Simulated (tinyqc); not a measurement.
Dopants and charged point defects at anneal temperature: Fermi-level effect, clustering and pairing. Inputs raised by 2 %, one at a time. Computed by tinyqc, a small Python program. Command: `OMP_NUM_THREADS=1 python tinyqc.py 3003652 3003653 out.jsonl pairing sens`. One thread of a shared host (Intel(R) Xeon(R) Processor @ 2.30GHz), about 0.04 s of CPU time with the checks.

Boltzmann statistics and full ionisation of active dopants. Energies are counted from the valence band; the defect (a vacancy or self-interstitial) has five charge states, with all degeneracy factors one.

Inputs (values chosen for the exercise, with bands modelled on InP):

| quantity | value | unit |
|---|---|---|
| gap at 0 K E_g0 | 1.41 | eV |
| Varshni alpha | 0.000363 | eV/K |
| Varshni beta | 156 | K |
| electron mass m_e | 0.0782 | m_0 |
| valleys M_c | 1 | - |
| hole mass m_h | 0.602 | m_0 |
| anneal temperature T | 930 | K |
| total dopant density N | 2.2e+18 | cm^-3 |
| formation enthalpy of the neutral defect H_f | 3.09 | eV |
| formation entropy S_f | 7.2 | k_B |
| site density N_s | 2.3e+22 | cm^-3 |
| intrinsic dopant diffusivity D_i | 6.1e-15 | cm^2/s |
| anneal time t | 100 | s |
| dopant atoms per cluster k | 3 | - |
| cluster binding energy E_b | 1.24 | eV |

Dopant: donor. Second part: clustering of the dopant.

defect levels as fractions of E_g(T): (2+/+), (+/0), (0/-), (-/2-): 0.13  0.27  0.38  0.79

Constants: m_0 = 9.1093837015e-31 kg; k_B = 1.380649e-23 J/K; h = 6.62607015e-34 J s; k_B = 8.617333262e-05 eV/K.

Method:
- E_g = E_g0 - alpha T^2/(T + beta).
- N_c = 2 M_c (2 pi m_e k_B T/h^2)^(3/2) and N_v = 2 (2 pi m_h k_B T/h^2)^(3/2), masses in units of m_0.
- n_i = sqrt(N_c N_v) exp(-E_g/2 k_B T); E_i = E_g/2 + (k_B T/2) ln(N_v/N_c).
- n = A/2 + sqrt(A^2/4 + n_i^2) for an active density A.
- k ionised dopants and k carriers form one neutral cluster: C = N_s (A/N_s)^k (n/N_b)^k exp(E_b/k_B T), N_b the effective density of states of the majority band, and N = A + k C (60 bisections in ln A between ln N - 90 and ln N).
- chi = n/n_i (for acceptors n_i/p); E_F = E_i + k_B T ln chi; field enhancement h = 1 + A/sqrt(A^2 + 4 n_i^2).
- C_0 = N_s exp(S_f/k_B) exp(-H_f/k_B T). Ratios to the neutral state at E_F = E_i: r_+ = exp((E(+/0) - E_i)/k_B T), r_2+ = r_+ exp((E(2+/+) - E_i)/k_B T), r_- = exp((E_i - E(0/-))/k_B T), r_2- = r_- exp((E_i - E(-/2-))/k_B T); at other E_F state q scales as chi^(-q). The enhancement is sum r_q chi^(-q)/sum r_q. The charge on the defects is left out of neutrality.
- If every charge state of the defect carries the dopant equally well, D = D_i x enhancement x h x (active share A/N, a rough stand-in that overstates the dA/dN which immobile clusters call for), D_i being an input held fixed when T or H_f is moved; diffusion length 2 sqrt(D t).

Runs:

| input moved | from | to | enhancement over intrinsic | D/D_i | diffusion length (nm) | all defects, doped (cm^-3) |
|---|---|---|---|---|---|---|
| base run | - | - | 2105 | 4027 | 991 | 3.237e+13 |
| total dopant density N (cm^-3) | 2.2e+18 | 2.244e+18 | 2172 | 4139 | 1005 | 3.339e+13 |
| cluster binding energy E_b (eV) | 1.24 | 1.2648 | 2056 | 3885 | 974 | 3.161e+13 |
| formation enthalpy of the neutral defect H_f (eV) | 3.09 | 3.1518 | 2105 | 4027 | 991 | 1.497e+13 |
| gap at 0 K E_g0 (eV) | 1.41 | 1.4382 | 2712 | 5187 | 1125 | 4.313e+13 |
| intrinsic dopant diffusivity D_i (cm^2/s) | 6.1e-15 | 6.222e-15 | 2105 | 4027 | 1001 | 3.237e+13 |
| anneal time t (s) | 100 | 102 | 2105 | 4027 | 1001 | 3.237e+13 |

Exponents ln(y'/y) / ln(x'/x):

| input | enhancement over intrinsic | D/D_i | diffusion length | all defects, doped |
|---|---|---|---|---|
| total dopant density N | 1.573 | 1.388 | 0.694 | 1.573 |
| cluster binding energy E_b | -1.191 | -1.809 | -0.904 | -1.191 |
| formation enthalpy of the neutral defect H_f | 0.000 | 0.000 | 0.000 | -38.941 |
| gap at 0 K E_g0 | 12.791 | 12.791 | 6.396 | 14.494 |
| intrinsic dopant diffusivity D_i | 0.000 | 0.000 | 0.500 | 0.000 |
| anneal time t | 0.000 | 0.000 | 0.500 | 0.000 |

Among the inputs moved here: enhancement over intrinsic answers most in size to gap at 0 K E_g0 (exponent +12.791), next to total dopant density N (+1.573); its exponent is below 0.0005 for formation enthalpy of the neutral defect H_f, intrinsic dopant diffusivity D_i, anneal time t. D/D_i answers most in size to gap at 0 K E_g0 (exponent +12.791), next to cluster binding energy E_b (-1.809); its exponent is below 0.0005 for formation enthalpy of the neutral defect H_f, intrinsic dopant diffusivity D_i, anneal time t. Diffusion length answers most in size to gap at 0 K E_g0 (exponent +6.396), next to cluster binding energy E_b (-0.904); its exponent is below 0.0005 for formation enthalpy of the neutral defect H_f. Its exponent +0.500 in intrinsic dopant diffusivity D_i: diffusion, sqrt(D t). Its exponent +0.500 in anneal time t: diffusion, sqrt(D t). all defects, doped answers most in size to formation enthalpy of the neutral defect H_f (exponent -38.941), next to gap at 0 K E_g0 (+14.494); its exponent is below 0.0005 for intrinsic dopant diffusivity D_i, anneal time t.

Caution (all rows): so large an enhancement assumes that highly charged defects carry the dopant as well as neutral ones; measured enhancements are far smaller.
